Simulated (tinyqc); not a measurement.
CIS and TDHF on RHF in the sto-3g basis, frozen core, for BeH2, spin multiplicity 1, step by step. One step of it, computed by the program tinyqc.

Task: TDHF (RPA) triplet states. B(ia,jb) = - (ib|ja); the squared energies are the eigenvalues of (A - B)(A + B); 1 hartree = 27.211386 eV.

CIS matrix A, triplet (hartree), lower triangle:
```
           2>4       2>5        2>6        2>7       3>4       3>5       3>6       3>7
2>4   0.305363
2>5   0.000000  0.306066
2>6  -0.002659  0.000000   0.572303
2>7   0.000000  0.000000   0.000000   1.090961
3>4   0.000000  0.000000   0.000000   0.014309  0.282475
3>5   0.000000  0.000000   0.000000   0.000000  0.000000  0.283604
3>6   0.000000  0.000000   0.000000  -0.142833  0.000585  0.000000  0.528089
3>7   0.014309  0.000000  -0.142833   0.000000  0.000000  0.000000  0.000000  1.037723
```

Two-electron integrals over orbitals (pq|rs), unique and non-zero (hartree); the lowest 1 orbital is frozen and left out:
```
(22|22) 0.408737    (32|32) 0.165839    (33|22) 0.422021    (33|33) 0.444888
(42|22) 0.006193    (42|33) 0.005411    (42|42) 0.050407    (43|32) 0.005186
(43|43) 0.015793    (44|22) 0.375048    (44|33) 0.364174    (44|42) -0.011627
(44|44) 0.451005    (52|52) 0.050508    (53|53) 0.015529    (54|52) -0.004379
(54|54) 0.024609    (55|22) 0.375741    (55|33) 0.364442    (55|42) -0.002985
(55|44) 0.401225    (55|55) 0.449859    (62|22) -0.028812   (62|33) -0.051317
(62|42) -0.000875   (62|44) 0.044472    (62|55) 0.045569    (62|62) 0.075905
(63|32) -0.096336   (63|43) -0.004220   (63|63) 0.082891    (64|22) 0.002659
(64|33) -0.000585   (64|42) 0.046091    (64|44) -0.003863   (64|55) 0.002267
(64|62) 0.009235    (64|64) 0.049520    (65|52) 0.047461    (65|54) -0.003164
(65|65) 0.050835    (66|22) 0.405838    (66|33) 0.416290    (66|42) 0.013070
(66|44) 0.370766    (66|55) 0.372585    (66|62) -0.037655   (66|64) 0.008533
(66|66) 0.420813    (72|32) -0.046809   (72|43) -0.005637   (72|63) 0.060849
(72|72) 0.056479    (73|22) -0.009870   (73|33) -0.024418   (73|42) -0.008380
(73|44) 0.054025    (73|55) 0.053798    (73|62) 0.070463    (73|64) 0.002427
(73|66) -0.030671   (73|73) 0.080705    (74|32) -0.014309   (74|43) 0.013515
(74|63) 0.008204    (74|72) 0.001904    (74|74) 0.017700    (75|53) 0.013874
(75|75) 0.016254    (76|32) 0.142833    (76|43) 0.006049    (76|63) -0.096984
(76|72) -0.059270   (76|74) -0.012305   (76|76) 0.140985    (77|22) 0.438911
(77|33) 0.458387    (77|42) 0.000915    (77|44) 0.396345    (77|55) 0.395757
(77|62) -0.044917   (77|64) -0.004132   (77|66) 0.444915    (77|73) -0.018632
(77|77) 0.501779
```

Give: TDHF matrix B, triplet; squared energies w^2; TDHF energies from the positive w^2.

Result:

TDHF matrix B, triplet (hartree), lower triangle:
```
         2>4      2>5      2>6      2>7      3>4      3>5      3>6      3>7
2>4  -0.0504
2>5   0.0000  -0.0505
2>6   0.0009   0.0000  -0.0759
2>7   0.0000   0.0000   0.0000  -0.0565
3>4   0.0000   0.0000   0.0000   0.0084  -0.0158
3>5   0.0000   0.0000   0.0000   0.0000   0.0000  -0.0155
3>6   0.0000   0.0000   0.0000  -0.0705   0.0042   0.0000  -0.0829
3>7   0.0056   0.0000  -0.0608   0.0000   0.0000   0.0000   0.0000  -0.0807
```

squared energies w^2 (hartree^2): 0.0793  0.0802  0.0905  0.0911  0.2291  0.2694  1.1567  1.2613

TDHF energies from the positive w^2 (eV): 7.6610  7.7057  8.1854  8.2143  13.0254  14.1227  29.2663  30.5601
